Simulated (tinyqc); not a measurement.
Inside a calculation. Model: bandgap voltage reference from two bipolar transistors.

Computed by the program tinyqc: `OMP_NUM_THREADS=1 python tinyqc.py 2062039 2062040 out.jsonl`, one thread of a shared Intel Xeon 2.30GHz, about 0.02 s for the whole run. Printed values are rounded.

Two transistors of area 1 and N carry the same current I. Is(T) = Is (T/T0)^eta exp[(Vg0 q/kB)(1/T0 - 1/T)], VBE1 = Vt ln(I/Is(T)) + I rb, VBE2 = Vt ln(I/(N Is(T))) + I rb/N. The amplifier forces I R1(T) = VBE1 - VBE2 + Vos, with R(T) = R (1 + tc (T - T0)) for both resistors, and the output is Vref = VBE1 + I R2(T). Base currents and the Early effect are neglected.

Values chosen for this exercise; values of the order met in silicon bipolar transistors: reference temperature T0 = 323 K; band-gap voltage extrapolated to 0 K Vg0 = 1.16 V; temperature exponent of the saturation current eta = 3.3; saturation current of the unit transistor at T0 Is = 8.4e-18 A; area ratio of the second transistor N = 24; resistor across which the difference of VBE falls, at T0 R1 = 28 kohm; temperature coefficient of both resistors tc = 0 ppm/K; offset of the amplifier Vos = 0 mV; series resistance of the unit transistor rb = 24 ohm; output resistor at T0 R2 = 155.5 kohm; temperature T = 253 K.

Constants: q = 1.602176634e-19 C, kB = 1.380649e-23 J/K. Results are converted to the units shown.

## Operating point at the reference temperature

Vt = kB T/q; I = (Vt ln N + Vos)/(R1(T) - rb (1 - 1/N)). Evaluate at T = T0.

Vt = 0.0278340 V
I = 3.16181 uA
Is(T) = 8.4e-18 A
VBE1 = 0.741961 V
I R2 = 0.491661 V
Vref = 1.23362 V

## Operating point at another temperature

Vt = kB T/q; I = (Vt ln N + Vos)/(R1(T) - rb (1 - 1/N)).

Vt = 0.0218019 V
I = 2.47659 uA
Is(T) = 3.68501e-23 A
VBE1 = 0.844806 V
I R2 = 0.385109 V
Vref = 1.22992 V

From T0 to T, VBE1 changes by 103 mV and I R2 by -107 mV, which leaves -3.71 mV in Vref.

## Resistor for zero slope at T0, ideal case

With tc = 0, Vos = 0 and rb = 0 the current is proportional to T, dVBE/dT = (VBE - Vg0 - (eta - 1) Vt)/T, and Vref has zero slope at T0 when Vref = Vg0 + (eta - 1) Vt0. Find VBE1, its slope, that Vref, R2/R1 and the curvature d2Vref/dT2 = -(eta - 1) kB/(q T0).

VBE1 = 0.741862 V
dVBE/dT = -1.49274 mV/K
Vref = 1.22402 V
R2/R1 = 5.45068
curvature = -0.613618 uV/K^2
